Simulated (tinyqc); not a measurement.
k.p values derived from sp3s* tight binding at Gamma, step by step. Values are carried at full precision from step to step, so a last printed digit may differ when a step is redone from the rounded ones.

At Gamma the states are two-level mixtures: s-like S+ (upper) and S- (lower) from [[Esa, Vss], [Vss, Esc]], p-like P- (valence) and P+ from [[Epa, Vxx], [Vxx, Epc]], and the bare s* levels. With real k in 1/angstrom and kz = 0, the phase sums over the four bonds are g0 = 1 - (a k/4)^2/2, g1 = i a kx/4, g3 = -(a/4)^2 kx ky to second order. Each mixture is written (anion, cation) with the anion part positive. c = hbar^2/2m0. No spin-orbit coupling.

Constants: hbar^2/2m0 = 3.80998211 eV angstrom^2.

Values chosen for the exercise (near a published set for Ge, fitted to gaps, whose masses and valley positions are rough; shifted at random, so the results belong to these values and not to a real crystal):
```
symbol  value   unit      meaning
Esa     -5.804  eV        s level of the anion
Esc     -5.804  eV        s level of the cation
Epa     1.619   eV        p level of the anion
Epc     1.619   eV        p level of the cation
Vss     -6.742  eV        s-s
Vxx     1.599   eV        px-px
a       5.663   angstrom  lattice constant
Vsapc   5.466   eV        s anion, p cation
Vscpa   5.466   eV        s cation, p anion
Vxapc   5.23    eV        s* anion, p cation
Vpaxc   5.23    eV        p anion, s* cation
Exa     6.385   eV        s* level of the anion
Exc     6.385   eV        s* level of the cation
Vxy     4.932   eV        px-py
```

## States at Gamma

Solve the two blocks.

States:
```
state    E (eV)  anion part  cation part
S-     -12.5460     0.70711      0.70711
P-       0.0200     0.70711     -0.70711
S+       0.9380     0.70711     -0.70711
P+       3.2180     0.70711      0.70711
```

## Linear terms and the Kane energy

<s state|dH/dkx|x state> = i P with P = (a/4)(sa pc Vsapc + sc pa Vscpa), sa, sc and pa, pc being the parts of the two states; for s* on the anion P = (a/4) pc Vxapc, on the cation (a/4) pa Vpaxc. Ep = P^2/c for S+ to P-.

Couplings:
```
pair       P (eV angstrom)  E(first) - E(second) (eV)
S+ to P-           -7.7385                     0.9180
S+ to P+            0.0000                    -2.2800
S- to P-            0.0000                   -12.5660
s*a to P-          -5.2357                     6.3650
s*c to P-           5.2357                     6.3650
```

Ep = 15.718 eV

The two terms of S+ to P- have the same sign and add: S+ and P- both change sign from anion to cation. An on-site momentum element between s and p, which real atoms have, is absent from this model.

## Electron mass

m0/m = [<S+|d2H/dkx^2|S+>/2 + sum P^2/(E(S+) - E(P))]/c over P- and P+, with the direct term -(a/4)^2 sa sc Vss.

parts of m0/m: direct -1.773, from P- 17.122, from P+ 0.000

mass = 0.0652 m0

The valence band supplies 112 % of m0/m; the direct term, which stands in for the free-electron 1, is -1.77. S+ is not the lowest valley of Ge; this is the mass of the Gamma level.

## Valence parameters L, M, N and the Luttinger values

Direct terms d0 = -(a/4)^2 pa pc Vxx, dN = -2 (a/4)^2 pa pc Vxy for P-. F = sum P^2/(E(P-) - E(s)) over S+, S-, s*a, s*c. The y state of P- couples to the z state of P+ through Q = (a/4) Vxy (pa p'c - pc p'a), primes for P+, and H1 = Q^2/(E(P-) - E(P+)). L = d0 + F, M = d0 + H1, N = dN + F + H1; g1 = -(L + 2M)/(3c), g2 = -(L - M)/(6c), g3 = -N/(6c).

d0, dN, F, Q, H1 (eV angstrom^2; Q in eV angstrom): 1.6025  9.8854  -73.8468  6.9825  -15.2455

L, M, N (eV angstrom^2): -72.244  -13.643  -79.207

g1, g2, g3: 8.708  2.564  3.465

Along [100] the masses without spin-orbit coupling are c/|L| = 0.053 (one band) and c/|M| = 0.279 (two bands).

## Checks

- Electron mass against a finite difference of the full bands: 0.06515 against 0.06516.
- L and M against finite differences along [100]: largest relative difference 6.6e-05.
- Lowest curvature along [111], (L + 2M + 2N)/3, against a finite difference: -85.981 against -85.975.

Run: tinyqc, `OMP_NUM_THREADS=1 python tinyqc.py 1480268 1480269 out.jsonl`; Intel(R) Xeon(R) Processor @ 2.30GHz, one thread, shared host; about 0.01 s of CPU time with all checks.
